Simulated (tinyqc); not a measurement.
Haynes-Shockley experiment: drift, diffusion and decay of a minority-carrier pulse: one step, computed by the program tinyqc. Command: `OMP_NUM_THREADS=1 python tinyqc.py 3112729 3112730 out.jsonl haynes walk`. One thread of a shared host (Intel(R) Xeon(R) Processor @ 2.30GHz), about 0.01 s of CPU time with the checks.

A thin sheet of excess carriers is made at x = 0, t = 0 in a long uniform bar; injection is low, so the pulse moves with the minority mobility.

Task: Two distances. dn(x, t) = N0/sqrt(4 pi D t) exp(-(x - v t)^2/(4 D t) - t/tau). At fixed x the signal peaks where d ln(dn)/dt = 0: a t^2 + t/2 - x^2/(4 D) = 0 with a = v^2/(4 D) + 1/tau. Differences remove part of the bias: mu = (d2 - d)/(F (t_p2 - t_p)). The time-integrated signal is A(x) = (N0/u) exp(x (v - u)/(2 D)), u = sqrt(v^2 + 4 D/tau); the simple lifetime is tau = (t_p2 - t_p)/ln(A(d)/A(d2)).

Inputs (values chosen for the exercise, modelled on electrons in p-type germanium in a lightly doped bar): lifetime tau = 570 microsecond; temperature T = 250 K; field F = 6.8 V/cm; distance d to the collector = 0.49 cm; second distance d2 = 0.99 cm.

drift velocity v = 24752 cm/s

D = 78.41773 cm^2/s

time of the peak t_p = 19.66003 microsecond

Give: t_p2; mobility from two distances; area ratio A(d)/A(d2); lifetime from areas.

Result:

t_p2 = 39.9 microsecond

mobility from two distances = 3642 cm^2/(V s)

area ratio A(d)/A(d2) = 1.04

lifetime from areas = 570 microsecond
